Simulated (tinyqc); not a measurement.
Pair-potential crystal by lattice sums: one step, computed by the program tinyqc. Command: `OMP_NUM_THREADS=1 python tinyqc.py 3031925 3031926 out.jsonl pairsum walk`. One thread of a shared host (Intel(R) Xeon(R) Processor @ 2.30GHz), about 0.02 s of CPU time with the checks.

Energy per atom E = (1/2) sum over neighbours of phi(r); d is the nearest-neighbour distance.

Task: Energy and virial pressure. E = (1/2) sum count x phi; P = -(1/(6 Omega)) sum count x r phi', Omega = 0.769800 d^3.

Inputs (values chosen for the exercise, for model atoms): pair minimum r0 = 3.35 angstrom; trial neighbour distance d/r0 = 0.965.

Potential: Mie n-m. Structure: bcc.

Shells:
```
shell  count  r (angstrom)     phi (eV)  phi' (eV/angstrom)  phi'' (eV/angstrom^2)
1          8      3.232750  -0.07176437          -0.1085215               1.309584
2          6      3.732858  -0.05725521           0.0685199              -0.022042
3         12      5.279059  -0.00657260           0.0095993              -0.013213
4         24      6.190245  -0.00157118           0.0027559              -0.003856
5          8      6.465500  -0.00094314           0.0018587              -0.002735
6          6      7.465716  -0.00003982           0.0002491              -0.000872
```

Constants: 1 eV/angstrom^3 = 160.2176634 GPa.

Give: energy at the trial distance; pressure at the trial distance.

Result:

energy at the trial distance = -0.52100 eV/atom

pressure at the trial distance = 0.15103 GPa

The pressure is positive, so the lattice wants to expand.
